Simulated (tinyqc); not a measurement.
Mobility of a non-polar semiconductor in the relaxation-time approximation: one step, computed by the program tinyqc. Command: `OMP_NUM_THREADS=1 python tinyqc.py 3004622 3004623 out.jsonl rta walk`. One thread of a shared host (Intel(R) Xeon(R) Processor @ 2.30GHz), about 0.01 s of CPU time with the checks.

Each valley is treated as a sphere of mass m_d for states and rates, with one isotropic relaxation time; the conductivity mass m_c sets the current.

Question. Rates at a few energies. Kane band: hbar^2 k^2/(2 m) = E (1 + alpha E), speed v = hbar k/(m (1 + 2 alpha E)), states per spin, volume and energy g(E) = m k (1 + 2 alpha E)/(2 pi^2 hbar^2); overlap factors are set to 1. Here m = m_d. Masses are multiplied by m_0 and all formulas are in SI units. Phonon occupation N_q = 1/(exp(hbar w/(k_B T)) - 1). Acoustic deformation potential (elastic, equipartition, absorption and emission together): 1/tau = 2 pi k_B T D_A^2 g(E)/(hbar rho v_l^2). Optical or intervalley deformation potential: 1/tau = (pi Z_f D_o^2/(rho w)) [N_q g(E + hbar w) + (N_q + 1) g(E - hbar w)], with g = 0 below the band edge. Each optical term is multiplied by (1 - f(E'))/(1 - f(E)), E' the final energy, for Pauli blocking. Singly charged impurities, momentum relaxation: 1/tau = N_I e^4 m (1 + 2 alpha E) Phi/(8 pi (eps_s eps_0)^2 hbar^3 k^3), with alpha = 0 for a parabolic band. Brooks-Herring: Phi = ln(1 + b) - b/(1 + b), b = 4 k^2 L_s^2. Alloy disorder: 1/tau = (2 pi/hbar) Omega x (1 - x) U^2 g(E), Omega = a^3/4 (other conventions for Omega rescale U).

Inputs (values chosen for the exercise, modelled on holes in silicon):

| quantity | value | unit |
|---|---|---|
| non-parabolicity alpha | 0.29 | 1/eV |
| static permittivity eps_s | 11.7 | - |
| density rho | 2329 | kg/m^3 |
| sound velocity v_l | 9040 | m/s |
| acoustic deformation potential D_A | 5.1 | eV |
| phonon energy hbar w | 65.8 | meV |
| optical or intervalley deformation potential D_o | 8.7 | 1e8 eV/cm |
| final valleys Z_f | 1 | - |
| temperature T | 400 | K |
| alloy fraction x | 0.27 | - |
| alloy potential U | 0.82 | eV |
| lattice constant a | 5.54 | angstrom |

Band: Kane. Impurity formula: Brooks-Herring. Further scattering: alloy.

reduced Fermi level eta = -0.007252752

density-of-states mass m_d = 0.505 m_0

ionised impurity density N_I = 1.10e+19 1/cm^3

screening length L_s = 1.596154 nm

Constants: k_B = 8.617333262e-05 eV/K; k_B = 1.380649e-23 J/K; e = 1.602176634e-19 C; hbar = 1.054571817e-34 J s; m_0 = 9.1093837015e-31 kg; hbar = 6.582119569e-16 eV s; eps_0 = 8.8541878128e-12 F/m.

Give: Rates (1e12/s) at E = (max(eta, 0) + 0.5, 1, 2, 4) k_B T.

Answer.

Rates (1e12/s) at E = (max(eta, 0) + 0.5, 1, 2, 4) k_B T:

| E (meV) | acoustic | optical | ionised impurity | alloy |
|---|---|---|---|---|
| 17.2 | 1.171 | 1.565 | 48.90 | 8.74 |
| 34.5 | 1.676 | 1.532 | 31.43 | 12.51 |
| 68.9 | 2.429 | 2.346 | 17.62 | 18.13 |
| 137.9 | 3.601 | 7.854 | 8.96 | 26.88 |
